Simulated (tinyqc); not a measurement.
Read current of a NAND string, cells in series solved by shooting: read current against the number of cells.

Cells in series, numbered from 0 at the source line (0 V) to the bit line, each followed by a gap resistance Rg. A cell with gate Vg, threshold VT, source Vs and drain Vd passes I = 2 nf K Vt^2 [F(Vs) - F(Vd)]/(1 + th max(Vg - VT, 0)), F(V) = ln^2(1 + exp((Vg - VT - nf V)/(2 nf Vt))). The selected cell has Vg = Vr, the others Vg = Vp.

For a trial current I start at 0 V and, cell by cell, solve for the drain: sqrt(F(Vd)) = sqrt(F(Vs) - I/k), k = 2 nf K Vt^2/(1 + th max(Vg - VT, 0)), Vd = [Vg - VT - 2 nf Vt ln(exp(sqrt F) - 1)]/nf, then add I Rg. The string current is the I for which the last node reaches Vbl. The apparent threshold is the Vr at which I = Is. Background: all other cells erased (VT = Ve) or all in the highest state (VT = Vh); ratio and shift are high over erased and high minus erased. The selected cell is in the middle, cell n/2.

Values chosen for this exercise; values of the order met in vertical NAND strings:
```
symbol,value,unit,meaning
T,358,K,temperature
K,9.2,uA/V^2,gain factor of a cell
nf,1.7,,slope factor
th,0.03,1/V,mobility reduction factor
Rg,13,kohm,resistance of the gap between cells
Vbl,0.4,V,bit-line voltage
Vp,7.3,V,pass voltage
Ve,-1,V,threshold of an erased cell
Vh,3.9,V,threshold of the highest state
Vx,0.5,V,threshold of the selected cell
Is,10,nA,sensing current
Vr,1.56,V,read voltage on the selected word line
```

Constants: q = 1.602176634e-19 C, kB = 1.380649e-23 J/K, Vt = kB T/q. Results are converted to the units shown.

Read current against the number of cells:

| n | I, others erased (uA) | I, others high (uA) | ratio | apparent VT, erased (V) | apparent VT, high (V) | background shift (mV) |
|---|---|---|---|---|---|---|
| 8 | 1.048 | 0.7471 | 0.7126 | 0.4766 | 0.4779 | 1.284 |
| 16 | 0.6445 | 0.4207 | 0.6528 | 0.4786 | 0.4812 | 2.571 |
| 32 | 0.3634 | 0.2241 | 0.6168 | 0.4826 | 0.4878 | 5.150 |
| 64 | 0.1940 | 0.1158 | 0.5971 | 0.4906 | 0.5010 | 10.33 |
| 96 | 0.1323 | 0.07807 | 0.5902 | 0.4986 | 0.5142 | 15.58 |
| 128 | 0.1004 | 0.05888 | 0.5867 | 0.5066 | 0.5275 | 20.84 |
| 192 | 0.06769 | 0.03947 | 0.5832 | 0.5227 | 0.5542 | 31.47 |

What does the comparison show?

With erased neighbours the current falls from 1.05 to 0.0677 uA, as n^(-0.70) between the first two rows and n^(-0.97) between the last two (-1 once the series resistance rules). The ratio falls from 0.713 to 0.583 and the background shift rises from 1.28 to 31.5 mV.

Numbers from tinyqc (`OMP_NUM_THREADS=1 python tinyqc.py 2142039 2142040 out.jsonl`; about 0.6 s on one thread of a shared Intel Xeon 2.30GHz).
